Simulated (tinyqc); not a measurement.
Lorentz oscillators and the Kramers-Kronig relations: sweeps and comparisons. A value that a table varies takes the place of the one given here.

eps(E) = 1 + sum_j S_j/(E0_j^2 - E^2 - i G_j E).

Kramers-Kronig: eps1(E) = 1 + (2/pi) P integral_0^infinity E1 eps2(E1)/(E1^2 - E^2) dE1. Maclaurin rule on the grid E_j = j h, j = 1 .. M: eps1(E_i) = 1 + (4 h/pi) sum over j with j - i odd of E_j eps2(E_j)/(E_j^2 - E_i^2); nothing is added above E_M.

n + i k = sqrt(eps1 + i eps2) with k >= 0; R = ((n - 1)^2 + k^2)/((n + 1)^2 + k^2) at normal incidence from vacuum; alpha = 2 E k/(hbar c), times 1e8 for 1/cm; loss function Im(-1/eps) = eps2/(eps1^2 + eps2^2).

Constants: hbar c = 1973.269805 eV angstrom.

Values chosen for the exercise: E0 = (3.14, 6.32) eV (resonances); G = (0.44, 1.37) eV (widths); S = (22.2, 52.5) eV^2 (strengths); h = 0.4 eV (grid step); M = 40 (grid points E_j = j h); E_t = 0.6 eV (energy below the first line); E = 6.37 eV (photon energy).

## Numerical transform against the formula

Every third grid point is listed; the error is the transform minus the formula.

Dielectric function:

| E (eV) | eps2 | eps1 formula | eps1 transform | error |
|---|---|---|---|---|
| 0.80 | 0.129 | 4.739 | 4.090 | -0.649 |
| 2.00 | 0.667 | 6.157 | 7.248 | 1.091 |
| 3.20 | 14.950 | -1.240 | 1.828 | 3.068 |
| 4.40 | 1.145 | 1.106 | 0.236 | -0.870 |
| 5.60 | 3.156 | 3.381 | 3.679 | 0.298 |
| 6.80 | 3.918 | -2.221 | -2.489 | -0.268 |
| 8.00 | 0.850 | -1.216 | -1.087 | 0.128 |
| 9.20 | 0.323 | -0.384 | -0.504 | -0.120 |
| 10.40 | 0.165 | 0.037 | 0.100 | 0.063 |
| 11.60 | 0.098 | 0.283 | 0.209 | -0.074 |
| 12.80 | 0.064 | 0.441 | 0.476 | 0.035 |
| 14.00 | 0.045 | 0.549 | 0.495 | -0.054 |
| 15.20 | 0.033 | 0.628 | 0.643 | 0.015 |

How do the results move?

The largest error listed is +3.068 at 3.20 eV. The rule samples every 2h = 0.8 eV and the narrowest line is 0.44 eV wide, so it is not resolved. The grid ends at 16 eV, where eps2 is still 0.027; the error at the last point listed, nearest the missing tail, is +0.015.

## How far the spectrum must be known

The integrals are done by adaptive quadrature and cut at E_cut. f-sum share: (2/pi) integral of E eps2 over sum S. Static share: (2/pi) integral of eps2/E over eps(0) - 1.

Cut integrals:

| E_cut (eV) | eps1(E_t) | f-sum share | static share |
|---|---|---|---|
| 5.1 | 3.601 | 0.327 | 0.705 |
| 7.0 | 4.430 | 0.741 | 0.936 |
| 9.5 | 4.624 | 0.896 | 0.990 |
| 12.6 | 4.649 | 0.934 | 0.997 |
| 19.0 | 4.658 | 0.961 | 0.999 |
| 31.6 | 4.660 | 0.977 | 1.000 |

eps1(E_t) from the formula = 4.661

How do the results move?

Cut at 7 eV, just above the last line, eps1(E_t) lacks 0.231; cut at 31.6 eV it lacks 0.001. At 9.5 eV the static sum has reached 0.990 and the f-sum only 0.896: the f-sum weights eps2 by E and the static sum by 1/E, so the f-sum needs the far tail.

## Optical constants across the spectrum

Spectrum:

| E (eV) | eps1 | eps2 | n | k | R | loss |
|---|---|---|---|---|---|---|
| 0.95 | 4.816 | 0.160 | 2.195 | 0.036 | 0.140 | 0.007 |
| 2.24 | 6.894 | 1.027 | 2.633 | 0.195 | 0.204 | 0.021 |
| 3.53 | -3.438 | 4.083 | 0.974 | 2.095 | 0.530 | 0.143 |
| 4.83 | 2.119 | 1.340 | 1.521 | 0.441 | 0.071 | 0.213 |
| 6.12 | 1.911 | 5.833 | 2.006 | 1.454 | 0.280 | 0.155 |
| 7.41 | -1.893 | 1.665 | 0.560 | 1.486 | 0.517 | 0.262 |
| 8.70 | -0.658 | 0.460 | 0.269 | 0.855 | 0.540 | 0.714 |
| 10.00 | -0.077 | 0.202 | 0.264 | 0.382 | 0.395 | 4.335 |
| 11.29 | 0.230 | 0.111 | 0.492 | 0.112 | 0.121 | 1.701 |
| 12.58 | 0.416 | 0.069 | 0.647 | 0.053 | 0.047 | 0.387 |
| 13.88 | 0.540 | 0.046 | 0.736 | 0.031 | 0.024 | 0.157 |
| 15.17 | 0.627 | 0.033 | 0.792 | 0.021 | 0.014 | 0.083 |

What can be read from the table?

Among the energies listed the largest values are at (eV): eps2 6.12; n 2.24; k 3.53; R 8.70; loss 10.00. eps1 crosses zero at 3.18, 4.06, 6.35 and 10.26 eV; the last crossing is upward and marks the plasmon, against sqrt(sum S) = 8.64 eV for free electrons.

## What each oscillator parameter does

At the energy E. Each row changes one parameter from the base and keeps the others.

Results:

| case | eps1 | eps2 | n | k | R |
|---|---|---|---|---|---|
| base | -0.152 | 6.050 | 1.718 | 1.761 | 0.345 |
| E0 = (3.14, 6.636) eV | 2.344 | 5.264 | 2.013 | 1.307 | 0.254 |
| G = (0.44, 2.055) eV | 0.089 | 4.067 | 1.442 | 1.410 | 0.275 |
| S = (22.2, 63) eV^2 | -0.239 | 7.246 | 1.872 | 1.935 | 0.376 |
| E = 6.689 eV | -1.987 | 4.549 | 1.220 | 1.864 | 0.419 |

What does this show?

The largest shifts from the base row, up to three for each result and ties (the steps differ in size, so this ranks the rows, not the parameters). eps1: E0 +2.496, E -1.835, G +0.241. eps2: G -1.983, E -1.501, S +1.197. n: E -0.497, E0 +0.296, G -0.276. k: E0 -0.454, G -0.351, S +0.174. R: E0 -0.091, E +0.074, G -0.070.

Computed by tinyqc, a small Python program: `OMP_NUM_THREADS=1 python tinyqc.py 1680139 1680140 out.jsonl` (the numbers bound the seed that draws the inputs); one thread of a shared host (Intel(R) Xeon(R) Processor @ 2.30GHz), about 0.2 s for the whole set of steps.
